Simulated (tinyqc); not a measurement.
# Long-channel MOSFET, surface-potential model: output curve

n-channel transistor on a uniformly doped p-type body, gradual-channel approximation, constant mobility, Boltzmann statistics, full ionisation. Potentials are counted from the neutral body; V is the electron quasi-Fermi potential, Vsb at the source and Vsb + Vds at the drain. Charges are magnitudes per area.

ni = sqrt(Nc Nv) exp(-Eg/(2 Vt)), Eg in volts; phiF = Vt ln(Na/ni); Cox = eps0 eox/tox; gamma = sqrt(2 q eps0 eps_r Na)/Cox. The surface potential psi at channel potential V solves Vgs + Vsb - Vfb - psi = gamma sqrt(G), G = psi - Vt + Vt exp((psi - 2 phiF - V)/Vt). Charge sheet: Qi = Cox gamma [sqrt(G) - sqrt(psi - Vt)]; I = mu (W/L) [integral of Qi dpsi from psi_0 to psi_L (drift) + Vt (Qi0 - QiL) (diffusion)], with psi_0 at V = Vsb and psi_L at V = Vsb + Vds. Pao-Sah: Qi(V) = (Cox gamma/2) integral from 3 Vt to psi of exp((u - 2 phiF - V)/Vt)/sqrt(G(u, V)) du, and I = mu (W/L) integral of Qi dV from Vsb to Vsb + Vds. Square law: VT = Vfb + 2 phiF + gamma sqrt(2 phiF + Vsb), m = 1 + gamma/(2 sqrt(2 phiF + Vsb)), I = mu Cox (W/L) [(Vgs - VT) v - m v^2/2] with v the smaller of Vds and (Vgs - VT)/m, and zero below VT.

Parameters, values chosen for the exercise; material values those of a made-up semiconductor: temperature T = 293 K; band gap Eg = 1.34 eV; relative permittivity of the semiconductor eps_r = 13.3; conduction-band density of states at T Nc = 2.59e19 cm^-3; valence-band density of states at T Nv = 2.22e19 cm^-3; acceptor density of the body Na = 2.1e16 cm^-3; relative permittivity of the gate insulator eox = 3.73; insulator thickness tox = 12 nm; flat-band voltage Vfb = -0.5 V; channel mobility mu = 160 cm^2/(V s); gate width W = 5 um; gate length L = 2 um; source-body reverse bias Vsb = 0 V; gate-source voltage Vgs = 1.11 V.

Constants: q = 1.602176634e-19 C, kB = 1.380649e-23 J/K, Vt = kB T/q, eps0 = 8.8541878128e-14 F/cm where lengths are in cm. Results are converted to the units shown.

Result of one run:

| psi_L (V) | QiL (nC/cm^2) | I, charge sheet (uA) | I, Pao-Sah (uA) | I, square law (uA) |
|---|---|---|---|---|
| 1.122 | 41.20 | 0.7279 | 0.7517 | 1.239 |

Which drain-source voltage Vds gave this result: 0.04, 0.14, 0.18, 0.23 or 0.33 V?

Vds = 0.04 V.

The whole series:

| Vds (V) | psi_L (V) | QiL (nC/cm^2) | I, charge sheet (uA) | I, Pao-Sah (uA) | I, square law (uA) |
|---|---|---|---|---|---|
| 0.04 | 1.122 | 41.20 | 0.7279 | 0.7517 | 1.239 |
| 0.09 | 1.161 | 28.59 | 1.410 | 1.456 | 2.499 |
| 0.14 | 1.197 | 17.16 | 1.856 | 1.916 | 3.440 |
| 0.18 | 1.222 | 9.475 | 2.063 | 2.129 | 3.962 |
| 0.23 | 1.242 | 3.012 | 2.179 | 2.248 | 4.326 |
| 0.28 | 1.250 | 0.5702 | 2.209 | 2.278 | 4.391 |
| 0.33 | 1.252 | 0.08381 | 2.214 | 2.284 | 4.391 |
| 0.37 | 1.252 | 0.01734 | 2.215 | 2.284 | 4.391 |
| 0.42 | 1.252 | 0.002398 | 2.215 | 2.284 | 4.391 |

The Pao-Sah current rises from 0.752 to 2.28 uA, while the charge at the drain end falls from 41.2 to 0.00240 nC/cm^2. The current first comes within 1 % of its last value at Vds = 0.28 V among the rows listed; the square law saturates at (Vgs - VT)/m = 0.262 V. Over the last two rows psi_L moves by less than 1 mV: the drain has lost hold of the surface potential, so the current no longer grows. In the last row the charge sheet is 3.0 % below Pao-Sah and the square law 92 % above it.

tinyqc, about 0.04 s, one thread, Intel Xeon 2.30GHz (shared host): `OMP_NUM_THREADS=1 python tinyqc.py 2360049 2360050 out.jsonl`
